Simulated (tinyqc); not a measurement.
Filling against narrowing: heavy doping: band filling, gap narrowing, band tails and the effective intrinsic density. Computed by tinyqc, a small Python program. Command: `OMP_NUM_THREADS=1 python tinyqc.py 3022872 3022873 out.jsonl gapnarrow walk`. One thread of a shared host (Intel(R) Xeon(R) Processor @ 2.30GHz), about 0.02 s of CPU time with the checks.

An n-type crystal above its Mott density, with all dopants ionised: n = N_D - N_A, ionised centres N_I = N_D + N_A. Valleys are taken as spherical with mass m_e.

Inputs (values chosen for the exercise, modelled on silicon): electron mass m_e = 0.318 m_0; valleys M_c = 6; hole mass m_h = 0.818 m_0; dielectric constant eps = 11.8; donor density N_D = 1.8e+20 cm^-3; compensation ratio N_A/N_D = 0; temperature T = 300 K.

Conduction band: parabolic.

Constants: a_0 = 0.529177210903 angstrom; Ry = 13.605693123 eV; hbar^2/(2 m_0) = 3.80998212 eV angstrom^2; k_B = 8.617333262e-05 eV/K; e = 1.602176634e-19 C; eps_0 = 8.8541878128e-12 F/m; e^2/(4 pi eps_0) = 14.39964548 eV angstrom.

Method:
- n = N_D (1 - ratio); Ry* = Ry m_e/eps^2, a* = a_0 eps/m_e; r_s = (3/(4 pi n))^(1/3)/a*; k_F = (3 pi^2 n/M_c)^(1/3); Mott density (0.26/a*)^3.
- n = M_c (1/(2 pi^2)) (m_e/(hbar^2/2m_0))^(3/2) int sqrt(E) f dE, f = 1/(1 + exp((E - E_F)/k_B T)); trapezoid rule in t = sqrt(E/k_B T), step 0.02 up to 12; E_F by bisection from the band edge.
- Screening: q^2 = (e/(eps eps_0)) dn/dE_F. Exchange lowers the conduction band by (1/pi) k_F e^2/(4 pi eps_0 eps) (T = 0 Hartree-Fock at k_F, taken as a rigid shift). Screening raises the valence band by (q/2) e^2/(4 pi eps_0 eps) (static Coulomb hole). The narrowing is the sum; electron correlation and carrier-ion shifts are left out. Root-mean-square potential of randomly placed ions: V_rms = (e^2/(4 pi eps_0 eps)) sqrt(2 pi N_I/q).
- n p/n_i^2 = exp(narrowing/k_B T) x (n/N) exp(-E_F/k_B T), N being the limit of n exp(-E_F/k_B T) far below the edge (taken at E_F = -12 k_B T); apparent narrowing = k_B T ln(n p/n_i^2).
- The compensation ratio is held.

n = 1.80e+20 cm^-3

Mott density = 2.32141e+18 cm^-3

Against carrier density (energies in meV):
```
n (cm^-3)     E_F  narrowing  apparent narrowing   V_rms
1.80e+19    -4.44      74.15              68.109   42.53
3.60e+19    19.41      95.76              83.792   52.73
7.20e+19    48.89     119.48              95.945   66.86
1.30e+20    82.05     140.36              98.944   83.34
1.80e+20   105.23     152.07              95.876   94.64
2.90e+20   148.34     169.79              82.819  114.62
4.50e+20   201.16     187.16              58.732  137.20
7.20e+20   276.98     207.39              15.299  166.59
```

What does the comparison show, and why?

Narrowing grows with exponent 0.22 between the last rows (exchange goes as n^(1/3), the Coulomb hole as n^(1/6) in a degenerate parabolic band) and E_F with 0.68 (2/3 for a parabolic band at T = 0). The apparent narrowing peaks at 98.9 meV near 1.3e20 cm^-3 and then falls, as E_F grows faster than the narrowing. In rows with E_F below 2 k_B T the T = 0 exchange term is overstated. Where V_rms is above half of E_F, band tails blur the edge by more than small net shifts.

Extremes, crossings and ranges named in words are read from the listed rows.
